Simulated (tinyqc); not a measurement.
Delay unit and parasitic delay from two ring oscillators.

Problem. A ring of 31 inverters oscillates at 1/(2 x 31 d), with stage delay d = tau (h + p) for fan-out h. Find tau, p and the delay at fan-out 4.

frequencies of 31-stage ring oscillators with fan-out 2 and 6 (GHz): [1.1163119, 0.52488837]

Answer. d is a straight line in h with slope tau and intercept tau p.

tau = 4.07 ps
p = 1.55
delay at fan-out 4 = 22.6 ps

Computed by the program tinyqc: `OMP_NUM_THREADS=1 python tinyqc.py 2082082 2082083 out.jsonl`, one thread of a shared Intel Xeon 2.30GHz, about 0.01 s for the whole run.
